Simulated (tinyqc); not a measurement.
Semiconductor laser, carrier and photon rate equations: one step of the calculation.

Carrier density N and photon density S in one mode: dN/dt = F1 = eta I/(q V) - (A N + B N^2 + C N^3) - vg g S; dS/dt = F2 = G vg g S + G be B N^2 - S/tp, with g = g0 ln(N/Ntr)/(1 + ec S). Output power P = Fo Eph S V/(G tp). No heating, no carrier transport.

Question. One Runge-Kutta step of a transient. y = (N, S), k1 = F(y), k2 = F(y + dt k1/2), k3 = F(y + dt k2/2), k4 = F(y + dt k3), y(new) = y + dt (k1 + 2 k2 + 2 k3 + k4)/6.

Parameters, values chosen for the exercise: active volume V = 2e-11 cm^3; confinement factor G = 0.095; group velocity vg = 6.95e9 cm/s; gain coefficient g0 = 2400 1/cm; transparency density Ntr = 1.4e18 cm^-3; gain compression ec = 2.5e-17 cm^3; photon lifetime tp = 2.7 ps; defect recombination coefficient A = 2.2e7 1/s; radiative coefficient B = 8e-11 cm^3/s; Auger coefficient C = 5.7e-30 cm^6/s; share of spontaneous emission into the mode be = 1.6e-5; injection efficiency eta = 0.92; drive current I = 5.2 mA; time step dt = 4 ps.

Constants: q = 1.602176634e-19 C. Results are converted to the units shown.

(N, S) at the start: N (1e18 cm^-3) 1.807, S (1e15 cm^-3) 0.15

Find: slopes per ps, N in 1e18 and S in 1e15 cm^-3; (N, S) after the step.

Answer.

slopes per ps, N in 1e18 and S in 1e15 cm^-3:

|  | dN/dt | dS/dt |
|---|---|---|
| k1 | 5.222e-4 | 0.004876 |
| k2 | 4.791e-4 | 0.005323 |
| k3 | 4.755e-4 | 0.005339 |
| k4 | 4.284e-4 | 0.005818 |

(N, S) after the step: N (1e18 cm^-3) 1.809, S (1e15 cm^-3) 0.1713

Numbers from tinyqc (`OMP_NUM_THREADS=1 python tinyqc.py 2840021 2840022 out.jsonl`; about 0.01 s on one thread of a shared Intel Xeon 2.30GHz).
